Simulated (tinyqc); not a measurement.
Length of a polyene: Hueckel, PPP and singles CI along the polyenes. Computed by the program tinyqc. 

All-trans chains of carbon centres 1.40 angstrom apart:
```
parameter                               value
beta (eV), times 1 +/- alternation  -2.140000
alternation                          0.160000
W (eV)                              11.160000
gamma_rr (eV)                        9.930000
repulsion formula                        Ohno
```

Hueckel uses the same beta without repulsion; CIS keeps all single excitations and so misses the low, doubly excited 2Ag state. W is the valence ionisation energy of a centre, MN the Mataga-Nishimoto formula, f the oscillator strength.

Gaps and excitations (eV):
```
centres  Hueckel gap  PPP orbital gap  bright singlet (CIS)       f  lowest triplet (CIS)
2             4.9648          12.1088                6.3578  0.5451                3.5718
4             3.4826          10.0298                5.1706  0.9720                2.8021
6             2.8047           9.0111                4.4915  1.3316                2.4408
8             2.4248           8.4290                4.0704  1.6563                2.2545
10            2.1851           8.0638                3.7922  1.9607                2.1484
```

The Hueckel gap tends to 4 x alternation x |beta| = 1.37 eV for long chains. Exchange opens the PPP orbital gap, and the attraction of electron and hole brings the bright state 4.27 eV below it at 10 centres; the triplet lies 1.64 eV lower still.
